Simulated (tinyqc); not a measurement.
Worked calculation: Fermi-Dirac statistics of conduction electrons. Values are carried at full precision from step to step, so a last printed digit may differ when a step is redone from the rounded ones.

Constants: hbar^2/2m0 = 3.80998211 eV angstrom^2; kB = 8.617333262e-05 eV/K; e^2/(4 pi eps0) = 14.39964547 eV angstrom.

Inputs chosen for the exercise (near those of Si, lowest valleys alone; not measured data): m = 1.0449 m0 (density-of-states mass of the conduction band); T = 365 K; n = 3.4e+18 1/cm^3 (electron density); eps = 11.2 (static dielectric constant); alpha = 0.55 1/eV (non-parabolicity).

## Reduced density

N = 2 (m kB T/(4 pi c))^(3/2) with c = hbar^2/2m0, in 1/angstrom^3; times 1e24 for 1/cm^3; u = n/Nc.

kT = 0.031453 eV
Nc = 3.5970e+19 1/cm^3
u = n/Nc = 0.094523

## Reduced Fermi level by five rules

F_j(eta) = (1/Gamma(j + 1)) integral_0^infinity x^j dx/(1 + exp(x - eta)), which tends to exp(eta) for eta << 0.

With u = n/Nc: Boltzmann eta = ln u; Joyce-Dixon eta = ln u + u/sqrt(8) - 4.95009e-3 u^2 + 1.48386e-4 u^3 - 4.42563e-6 u^4; Nilsson eta = ln u/(1 - u^2) + v/(1 + (0.24 + 1.08 v)^-2) with v = (3 sqrt(pi) u/4)^(2/3); fully degenerate limit eta = v; exact: F_1/2(eta) = u.

Find eta = (EF - Ec)/kT by each rule.

eta: Boltzmann -2.359, Joyce-Dixon -2.326, Nilsson -2.328, degenerate 0.251, exact -2.326

Against the exact value the errors are Boltzmann -0.033, Joyce-Dixon 0.000, Nilsson -0.003, degenerate limit +2.576 (in kT).

## Exact eta by Newton steps

Solve ln F_1/2(eta) = ln u from the Boltzmann value; dF_1/2/d eta = F_-1/2, so the step is -ln(F_1/2/u) F_1/2/F_-1/2. Stop below 1e-9.

Newton steps:

| step | eta | F_1/2 | F_-1/2 | step taken |
|---|---|---|---|---|
| 1 | -2.358912 | 0.0915173 | 0.0886560 | 0.0334 |
| 2 | -2.325554 | 0.0945214 | 0.0914726 | 1.70e-05 |
| 3 | -2.325537 | 0.0945230 | 0.0914741 | 4.49e-12 |

Converged in 3 steps.

## Mean energy, Einstein relation and screening

eta = -2.32554

Mean kinetic energy <E> = (3/2) kT F_3/2/F_1/2; D/mu = (kT/e) F_1/2/F_-1/2; dn/dEF = (Nc/kT) F_-1/2; screening length L = (4 pi (e^2/(4 pi eps0)) (dn/dEF)/eps)^(-1/2), with dn/dEF in 1/(angstrom^3 eV) (1/cm^3 = 1e-24/angstrom^3).

F_-1/2, F_1/2, F_3/2: 0.09147  0.09452  0.09610

<E> = 47.97 meV
D/mu = 32.50 mV
dn/dEF = 1.046e+20 1/(cm^3 eV)
L = 24.32 angstrom

The gas is nearly non-degenerate. D/mu is 1.033 times kT/e and <E> is 1.017 times (3/2) kT; the Debye formula, with n/kT in place of dn/dEF, would give L = 23.93 angstrom.

## Fermi level in the non-parabolic band

Non-parabolic band E (1 + alpha E) = c k^2/m: n = Nc (2/sqrt(pi)) integral_0^infinity sqrt(x (1 + a x)) (1 + 2 a x) dx/(1 + exp(x - eta)) with a = alpha kT and eta = (EF - Ec)/kT; a = 0 gives n = Nc F_1/2(eta).

Solve for eta at the same n.

a = 0.01730
eta = -2.392
EF - Ec = -75.25 meV

The extra states lower EF by 2.10 meV against the parabolic band.

## Checks

- Non-parabolic integral at a = 0 against F_1/2(2): both 2.823721.
- F_1/2(40) against the Sommerfeld form (4/(3 sqrt(pi))) eta^(3/2) (1 + pi^2/(8 eta^2)): both 190.45.

Computed by tinyqc, a small Python program: `OMP_NUM_THREADS=1 python tinyqc.py 1650259 1650260 out.jsonl` (the numbers bound the seed that draws the inputs); one thread of a shared host (Intel(R) Xeon(R) Processor @ 2.30GHz), about 0.02 s for the whole set of steps.
